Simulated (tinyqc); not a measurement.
Modes across the composition range: two-mode optical phonons of a ternary alloy from two coupled oscillators. Computed by tinyqc, a small Python program. Command: `OMP_NUM_THREADS=1 python tinyqc.py 3001274 3001275 out.jsonl twomode walk`. One thread of a shared host (Intel(R) Xeon(R) Processor @ 2.30GHz), about 0.01 s of CPU time with the checks.

An alloy A(x)B(1-x)C has an A-C and a B-C bond oscillator. Each TO frequency moves linearly from the impurity mode (dilute end) to the TO of the pure crystal; each strength is proportional to the number of bonds.

Inputs (values chosen for the exercise, modelled on Al(x)Ga(1-x)As, with A-C the AlAs-like and B-C the GaAs-like bond):
```
quantity,value,unit
omega_TO of pure AC,363.5,1/cm
omega_LO of pure AC,404.1,1/cm
omega_TO of pure BC,270.1,1/cm
omega_LO of pure BC,289.3,1/cm
eps_inf of AC,8.13,-
eps_inf of BC,11.1,-
impurity mode of A in BC,355,1/cm
impurity mode of B in AC,254.1,1/cm
```

Method:
- omega_1 = (impurity mode of A) + x (omega_TO,AC - impurity mode of A); omega_2 = (impurity mode of B) + (1 - x)(omega_TO,BC - impurity mode of B); eps_inf = x eps_AC + (1 - x) eps_BC; strengths W_1 = x eps_AC (omega_LO,AC^2 - omega_TO,AC^2), W_2 = (1 - x) eps_BC (omega_LO,BC^2 - omega_TO,BC^2).
- eps(omega) = eps_inf + W_1/(omega_1^2 - omega^2) + W_2/(omega_2^2 - omega^2) = 0 is the eigenproblem of the matrix [[omega_1^2 + W_1/eps_inf, sqrt(W_1 W_2)/eps_inf], [sqrt(W_1 W_2)/eps_inf, omega_2^2 + W_2/eps_inf]] for omega_LO^2.
- The polar coupling of mode j is c_j = (u_j . sqrt(W))^2/(eps_inf^2 omega_j^2), u_j its eigenvector and omega_j here its LO frequency; the c_j add up to 1/eps_inf - 1/eps_s. Froehlich constant alpha_j = (e^2/(4 pi eps_0)) c_j k_j/(2 E_j), E_j = h c omega_j, k_j = sqrt(m* E_j/(hbar^2/(2 m_0))).

Frequencies (1/cm):
```
x,"TO, A-C","TO, B-C",lower LO,upper LO,coupling share of the upper LO,eps_s
0.02,355.170,269.78,288.53,355.97,0.04311,12.686
0.10,355.850,268.50,285.54,359.81,0.19401,12.491
0.20,356.700,266.90,281.92,364.54,0.34628,12.243
0.35,357.975,264.50,276.66,371.60,0.52501,11.860
0.50,359.250,262.10,271.49,378.72,0.66559,11.464
0.65,360.525,259.70,266.33,386.01,0.78189,11.055
0.80,361.800,257.30,261.15,393.54,0.88216,10.633
0.90,362.650,255.70,257.65,398.74,0.94284,10.343
0.98,363.330,254.42,254.81,403.01,0.98880,10.107
```

The upper LO moves from 356.0 to 403.0 and the lower from 288.5 to 254.8 per cm. At each dilute end one LO-TO pair closes onto an impurity mode. The upper LO shifts by +0.48 per cm for each per cent of x near the middle, which is how Raman spectra measure composition. Its share of the polar coupling passes one half between x = 0.2 and 0.35.
